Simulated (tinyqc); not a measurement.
# Double-gate transistor, scale length and short-channel effects: several studies

A body of thickness ts between two insulators of thickness ti and two tied gates. Below threshold the potential that source and drain add obeys Laplace's equation and vanishes on the gate. Its lowest mode decays along the channel as exp(-k y); k is the smallest positive root of the matching condition at the interface, and the scale length is Lambda = pi/k.

Inputs (values chosen for the exercise); permittivities: semiconductor close to that of silicon, insulator close to that of zirconium oxide:
```
symbol  value  unit                                     meaning
T         300     K                                 temperature
eps_r    11.5        relative permittivity of the semiconductor
ei       26.1            relative permittivity of the insulator
ti        4.4    nm                         insulator thickness
ts       11.2    nm                              body thickness
L          35    nm                              channel length
Vbi      0.96     V                     potential of the source
sT       0.71     V   potential of the barrier top at threshold
Vds       0.7     V                               drain voltage
```

Constants: q = 1.602176634e-19 C, kB = 1.380649e-23 J/K, Vt = kB T/q. Results are converted to the units shown.

Each table varies one quantity; the others keep the values above.

## Effect of the channel length

k is the smallest positive root of f(k) = ei cos(k ti) cos(k ts/2) - eps_r sin(k ti) sin(k ts/2). Along the channel psi(y) = s + a exp(y/l) + b exp(-y/l) with psi(0) = Vbi, psi(L) = Vbi + Vds and l = 1/k = Lambda/pi; with A = Vbi - s, B = A + Vds, x = exp(-L/l): a = (B - A x) x/(1 - x^2), b = (A - B x)/(1 - x^2). The minimum is s + 2 sqrt(a b), at y = (l/2) ln(b/a). The long-channel potential follows the gate as s = sT + (Vg - VTL)/m, and the threshold VT is the gate voltage at which the minimum equals sT. Swing = m Vt ln 10/g at threshold, g = d(minimum)/ds = 1 - (b x + a)/((1 + x) sqrt(a b)). DIBL = [VT(0.05 V) - VT(Vds)]/(Vds - 0.05 V). sT and Vbi are held fixed; m = 1.

The same in every row: Lambda (nm) = 16.045.

Effect of the channel length:
```
L (nm)	L/Lambda	VT - VTL at Vds = 0.05 V (mV)	VT - VTL at Vds (mV)	DIBL (mV/V)	swing (mV/decade)
18	1.1219	-137.17	-257.95	185.81	94.475
21	1.3088	-92.254	-171.66	122.16	83.262
25	1.5582	-56.815	-104.46	73.307	74.303
30	1.8698	-32.397	-58.903	40.778	68.037
36	2.2437	-17.139	-30.884	21.146	64.064
43	2.6800	-8.3817	-15.013	10.202	61.757
51	3.1786	-3.7677	-6.7250	4.5498	60.532
61	3.8019	-1.4034	-2.5003	1.6875	59.902
72	4.4875	-0.47645	-0.84818	0.57189	59.654
```

Read the table: what changes, and by how much?

From L = 18 to 72 nm, DIBL falls from 186 to 0.572 mV/V and the swing falls from 94.5 to 59.7 mV a decade (long-channel value 59.5). Between the last two rows the threshold shift at Vds decays with a length of 10.2 nm, against 2 Lambda/pi = 10.2 nm for a shift that goes as exp(-pi L/(2 Lambda)). DIBL first drops below 100 mV/V at L = 25 nm among the rows, L/Lambda = 1.6. For L = 18 to 21 nm L is under 1.5 Lambda, where higher modes, left out of the one-mode potential, count.

## Effect of the relative permittivity of the insulator

Same model as above.

Results:
```
ei	Lambda (nm)	L/Lambda	VT - VTL at Vds (mV)	DIBL (mV/V)	swing (mV/decade)
3.9	29.659	1.1801	-226.31	162.38	90.392
5.7	25.526	1.3712	-150.98	107.04	80.533
8.5	22.086	1.5847	-99.312	69.599	73.604
12	19.737	1.7733	-70.037	48.667	69.588
27	15.924	2.1980	-33.365	22.870	64.421
40	14.710	2.3793	-24.614	16.805	63.158
```

Estimate the missing row, ei = 18.

Computed row:
```
ei	Lambda (nm)	L/Lambda	VT - VTL at Vds (mV)	DIBL (mV/V)	swing (mV/decade)
18	17.573	1.9917	-47.533	32.770	66.438
```

With this row back in the table: As ei goes from 3.9 to 40, Lambda falls from 29.7 to 14.7 nm, DIBL falls from 162 to 16.8 mV/V and the swing falls from 90.4 to 63.2 mV a decade. On average Lambda goes as ei^(-0.30). For ei = 3.9 to 5.7 L is under 1.5 Lambda, where higher modes, left out of the one-mode potential, count.

## Effect of the insulator thickness

Same model as above.

Result of one run:
```
ti (nm)	Lambda (nm)	L/Lambda	VT - VTL at Vds (mV)	DIBL (mV/V)	swing (mV/decade)
1.9	12.98	2.697	-14.59	9.915	61.70
```

What becomes of these results when the insulator thickness ti is changed from 1.9 to 3.2 nm, all else the same?

Result of the changed run:
```
ti (nm)	Lambda (nm)	L/Lambda	VT - VTL at Vds (mV)	DIBL (mV/V)	swing (mV/decade)
3.2	14.44	2.423	-22.88	15.61	62.91
```

The whole series:
```
ti (nm)	Lambda (nm)	L/Lambda	VT - VTL at Vds (mV)	DIBL (mV/V)	swing (mV/decade)
1.5	12.57	2.784	-12.69	8.613	61.42
1.9	12.98	2.697	-14.59	9.915	61.70
2.5	13.62	2.570	-17.98	12.23	62.19
3.2	14.44	2.423	-22.88	15.61	62.91
4.2	15.76	2.221	-32.11	22.00	64.24
5.4	17.55	1.995	-47.30	32.61	66.41
7	20.20	1.733	-75.40	52.48	70.33
```

As ti goes from 1.5 to 7 nm, Lambda rises from 12.6 to 20.2 nm, DIBL rises from 8.61 to 52.5 mV/V and the swing rises from 61.4 to 70.3 mV a decade. On average Lambda goes as ti^(0.31).

tinyqc, about 0.01 s, one thread, Intel Xeon 2.30GHz (shared host): `OMP_NUM_THREADS=1 python tinyqc.py 2420073 2420074 out.jsonl`
